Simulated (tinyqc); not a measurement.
Worked calculation: Born-von Karman spring model of a cubic crystal with one atom per cell. Computed by tinyqc, a small Python program that keeps every step. Command: `OMP_NUM_THREADS=1 python tinyqc.py 3019554 3019555 out.jsonl springs walk`. One thread of a shared host (Intel(R) Xeon(R) Processor @ 2.30GHz), about 0.2 s of CPU time with the checks. Intermediate numbers are printed to about 7 digits and carried at full precision; extremes and crossings named in words are read from the listed rows.

First neighbours lie at a (1,0,0) (6 of them), second at a (1,1,0) (12), with all permutations and signs; the volume per atom is Omega = a^3.

Inputs (values chosen for the exercise, for a model crystal):

| quantity | value | unit |
|---|---|---|
| lattice constant a | 3.58 | angstrom |
| atomic mass M | 159 | u |
| radial spring k1L | 0.422 | eV/angstrom^2 |
| transverse spring k1T | 0 | eV/angstrom^2 |
| radial spring k2L | 0.2 | eV/angstrom^2 |
| transverse spring k2T | 0 | eV/angstrom^2 |
| mesh divisions n | 6 | - |
| temperature T | 200 | K |

Lattice: sc.

wave vector q (2 pi/a): 0.56  0.41  0

Constants: nu for 1 eV/(angstrom^2 u) = 15.6333042 THz; 1 eV/angstrom^3 = 160.2176634 GPa; u = 1.6605390666e-27 kg; h x 1 THz = 4.135667696 meV; k_B = 8.617333262e-05 eV/K; hbar^2/u = 4.18015928e-03 eV angstrom^2; hbar = 1.054571817e-34 J s; k_B = 1.380649e-23 J/K.

## Dynamical matrix at q

A neighbour at R with unit vector n couples by the matrix K(R) = kL n n^T + kT (1 - n n^T), and D(q) = (1/M) sum_R K(R) [1 - cos(q.R)].

D(q) (eV/(angstrom^2 u)):
```
             x            y           z
x   0.01563917  -0.00049623  0.00000000
y  -0.00049623   0.01497063  0.00000000
z   0.00000000   0.00000000  0.00949460
```

## Frequencies and polarisations

Diagonalise D. An eigenvalue lambda of D in eV/(angstrom^2 u) gives nu = 15.6333042 THz x sqrt(lambda). Eigenvectors are columns, with the largest component positive; the longitudinal weight is (e.q)^2/q^2.

eigenvalues (eV/(angstrom^2 u)): 0.00949460  0.01470658  0.01590321

frequencies (THz): 1.523313  1.895862  1.971484

polarisation vectors:
```
     mode 1    mode 2     mode 3
x  0.000000  0.469741   0.882804
y  0.000000  0.882804  -0.469741
z  1.000000  0.000000   0.000000
```

longitudinal weights: 0.0000000  0.8109421  0.1890579

Mode 2 is the most longitudinal, with weight 0.81.

## Elastic constants from long waves

[ij,kl] = (1/(2 Omega)) sum_R K_ij R_k R_l; C11 = [xx,xx], C44 = [xx,yy], C12 = 2 [xy,xy] - C44; B = (C11 + 2 C12)/3; Zener ratio A = 2 C44/(C11 - C12). K(R) = kL n n^T + kT (1 - n n^T).

C11 = 36.78741 GPa

C12 = 8.950707 GPa

C44 = 8.950707 GPa

bulk modulus B = 18.22961 GPa

Zener ratio A = 0.6430868

C12 - C44 = 0.00 GPa: the Cauchy relation C12 = C44 holds, as it must when sum_R kT R^2 = 0.

## Sound velocities

rho = M/Omega and v = sqrt(C/rho), with C = C11, C44, C44 along [100]; (C11 + C12 + 2 C44)/2, C44, (C11 - C12)/2 along [110]; (C11 + 2 C12 + 4 C44)/3 and twice (C11 - C12 + C44)/3 along [111].

density rho = 5754.362 kg/m^3

Velocities (m/s):

| direction | longitudinal | transverse 1 | transverse 2 |
|---|---|---|---|
| [100] | 2528.431 | 1247.183 | 1247.183 |
| [110] | 2351.527 | 1247.183 | 1555.232 |
| [111] | 2289.523 | 1459.790 | 1459.790 |

Along [110] the two transverse waves differ by a factor sqrt(2 C44/(C11 - C12)) = 0.802.

## Frequencies at the zone boundary

The formulas are those given above.

Frequencies (THz) at points given in 2 pi/a:

| point | nu 1 | nu 2 | nu 3 |
|---|---|---|---|
| X (0.5, 0, 0) | 1.108912 | 1.108912 | 2.248113 |
| M (0.5, 0.5, 0) | 1.568239 | 1.955588 | 1.955588 |
| R (0.5, 0.5, 0.5) | 1.610788 | 1.610788 | 1.610788 |

## Highest frequency at X

Take the highest frequency at X = (0.5, 0, 0) (2 pi/a).

highest frequency at X = 2.248113 THz

## Dispersion against the sound-wave line

The last column divides the top branch by the straight line with its slope at G. End points in 2 pi/a: X = (0.5, 0, 0), M = (0.5, 0.5, 0).

Frequencies (THz) along two lines:

| line | fraction of the way | nu 1 | nu 2 | nu 3 | nu 3 / linear |
|---|---|---|---|---|---|
| G-X | 0.10 | 0.173472 | 0.173472 | 0.351682 | 0.9958927 |
| G-X | 0.25 | 0.424362 | 0.424362 | 0.860316 | 0.9744954 |
| G-X | 0.40 | 0.651802 | 0.651802 | 1.321408 | 0.9354893 |
| G-X | 0.55 | 0.843224 | 0.843224 | 1.709478 | 0.8801627 |
| G-X | 0.70 | 0.988048 | 0.988048 | 2.003083 | 0.8103320 |
| G-X | 0.85 | 1.078273 | 1.078273 | 2.185997 | 0.7282705 |
| G-X | 1.00 | 1.108912 | 1.108912 | 2.248113 | 0.6366198 |
| G-M | 0.10 | 0.245327 | 0.305921 | 0.459361 | 0.9890135 |
| G-M | 0.25 | 0.600139 | 0.748371 | 1.083929 | 0.9334887 |
| G-M | 0.40 | 0.921788 | 1.149466 | 1.559979 | 0.8396665 |
| G-M | 0.55 | 1.192498 | 1.487041 | 1.846858 | 0.7229678 |
| G-M | 0.70 | 1.397311 | 1.742442 | 1.959833 | 0.6027942 |
| G-M | 0.85 | 1.524908 | 1.901555 | 1.967069 | 0.4982516 |
| G-M | 1.00 | 1.568239 | 1.955588 | 1.955588 | 0.4210421 |

Along G-X the top branch ends at 64 % of its linear extrapolation, which is the 2/pi of a pure sine: planes normal to this line couple to their next planes alone. Along G-M the top branch ends at 42 % of its linear extrapolation. A Debye model keeps the straight line throughout.

## Thermal sums on a mesh

Mesh: q = sum_i (m_i + 1/2)/n b_i, m_i = 0..n-1, with b = [[1.0, 0.0, 0.0], [0.0, 1.0, 0.0], [0.0, 0.0, 1.0]] in 2 pi/a; sums are averages over the n^3 points, per atom. With x = h nu/(k_B T) and n = 1/(exp(x) - 1) for each mode: F = k_B T [x/2 + ln(1 - exp(-x))], U = k_B T x (n + 1/2), S/k_B = x n - ln(1 - exp(-x)), C/k_B = x^2 n (n + 1). <u_x^2> = (1/3) sum over modes of hbar^2/(2 M h nu) coth(x/2); zero-point energy = sum h nu/2. <u_x^2> converges slowly with the mesh, from below, with an error of order 1/n.

free energy F = -52.78782 meV/atom

energy U = 52.32915 meV/atom

entropy S = 6.099159 k_B/atom

heat capacity C = 2.963935 k_B/atom

<u_x^2> = 0.01460199 angstrom^2

zero-point energy = 9.585153 meV/atom

C is 99 % of the classical 3 k_B, and the zero-point energy is 18 % of U.

## Debye temperature from the elastic constants

Christoffel matrix G_xx = C11 n_x^2 + C44 (1 - n_x^2), G_xy = (C12 + C44) n_x n_y, with eigenvalues rho v^2; v_m^-3 is the mean of v^-3 over three branches and all directions (12 Gauss-Legendre points in cos(theta) times 24 angles phi = (j + 1/2) pi/12); q_D = (6 pi^2/Omega)^(1/3); Theta = hbar v_m q_D/k_B.

mean velocity v_m = 1507.374 m/s

Debye wave number q_D = 1.088765 1/angstrom

elastic Debye temperature = 125.3568 K

## Full spectrum, Debye and Einstein heat capacities

Mesh: q = sum_i (m_i + 1/2)/n b_i, m_i = 0..n-1, with b = [[1.0, 0.0, 0.0], [0.0, 1.0, 0.0], [0.0, 0.0, 1.0]] in 2 pi/a; sums are averages over the n^3 points (here n = 14), per atom. Debye: C = 9 k_B (T/Theta)^3 int_0^(Theta/T) x^4 e^x/(e^x - 1)^2 dx with the elastic Theta. Einstein: three modes at the root-mean-square frequency. The last column is the Theta that makes the Debye formula give the full C at that T.

root-mean-square frequency = 1.589656 THz

Heat capacity (k_B/atom):

| T (K) | full spectrum | Debye | Einstein | Theta from C (K) |
|---|---|---|---|---|
| 15 | 0.641080 | 0.370580 | 0.485750 | 99.85075 |
| 23 | 1.380728 | 0.955221 | 1.288650 | 98.78567 |
| 31 | 1.898595 | 1.489662 | 1.853673 | 98.58550 |
| 44 | 2.364477 | 2.063784 | 2.349194 | 98.51451 |
| 63 | 2.663101 | 2.480875 | 2.658778 | 98.49650 |
| 94 | 2.841565 | 2.749293 | 2.840607 | 98.49235 |
| 130 | 2.915634 | 2.865026 | 2.915362 | 98.49178 |
| 190 | 2.960076 | 2.935707 | 2.960015 | 98.49172 |

The apparent Theta runs from 98 to 100 K against the elastic 125 K; at high T it tends to sqrt(5/3) h nu_rms/k_B = 98 K. At the lowest T the Debye value is 0.58 and the Einstein value 0.76 times the full one; dispersion bends the branches below the sound lines, so the real spectrum has more low modes than Debye assumes. At the highest T Debye misses by 0.82 % and Einstein by 0.0021 %.

Checks made by the program: slopes of the dispersion along [110] against the sound velocities (relative difference 5e-08); F = U - T S (relative difference below 1e-10).
